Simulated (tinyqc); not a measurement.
From results back to parameters: defect-molecule model of a vacancy with Jahn-Teller distortion. Five cases, with inputs chosen for the exercise.

Problem. With et the undistorted t2 level, Uc the repulsion of two electrons, I the Jahn-Teller coupling and k the force constant, the levels above Ev are E(2+/+) = et - E_JT, E(+/0) = et - 3 E_JT + Uc, the Stokes shift of the first transition is 2 E_JT, E_JT = 2 I^2/k and the distortion of the + state is 2 I/k. The values below come from hidden parameters.

Case 1.

levels (eV): (2+/+) 0.07377, (+/0) 0.13131

Stokes shift = 0.252457 eV
distortion of + = 0.134286 angstrom

Case 2.

levels (eV): (2+/+) 0.13101, (+/0) 0.06304

Stokes shift = 0.297973 eV
distortion of + = 0.141892 angstrom

Case 3.

levels (eV): (2+/+) 0.24138, (+/0) 0.15414

Stokes shift = 0.317242 eV
distortion of + = 0.140373 angstrom

Case 4.

levels (eV): (2+/+) 0.13589, (+/0) 0.09768

Stokes shift = 0.288211 eV
distortion of + = 0.129825 angstrom

Case 5.

levels (eV): (2+/+) 0.14664, (+/0) 0.20992

Stokes shift = 0.246721 eV
distortion of + = 0.119767 angstrom

Find: et, Uc; I; k.

Solution. E_JT is half the Stokes shift; et = E(2+/+) + E_JT; Uc = E(+/0) - E(2+/+) + 2 E_JT; with Q the distortion, I = E_JT/Q and k = 2 E_JT/Q^2.

Case 1.

et, Uc (eV): 0.200  0.310

I = 0.94 eV/angstrom
k = 14.0 eV/angstrom^2

Case 2.

et, Uc (eV): 0.280  0.230

I = 1.05 eV/angstrom
k = 14.8 eV/angstrom^2

Case 3.

et, Uc (eV): 0.400  0.230

I = 1.13 eV/angstrom
k = 16.1 eV/angstrom^2

Case 4.

et, Uc (eV): 0.280  0.250

I = 1.11 eV/angstrom
k = 17.1 eV/angstrom^2

Case 5.

et, Uc (eV): 0.270  0.310

I = 1.03 eV/angstrom
k = 17.2 eV/angstrom^2

Computed by tinyqc, one run a case: `OMP_NUM_THREADS=1 python tinyqc.py N N+1 out.jsonl` with N = 1482089, 1482124, 1482130, 1482142, 1482157; one thread of a shared Intel(R) Xeon(R) Processor @ 2.30GHz, about 0.01 s a run at most.
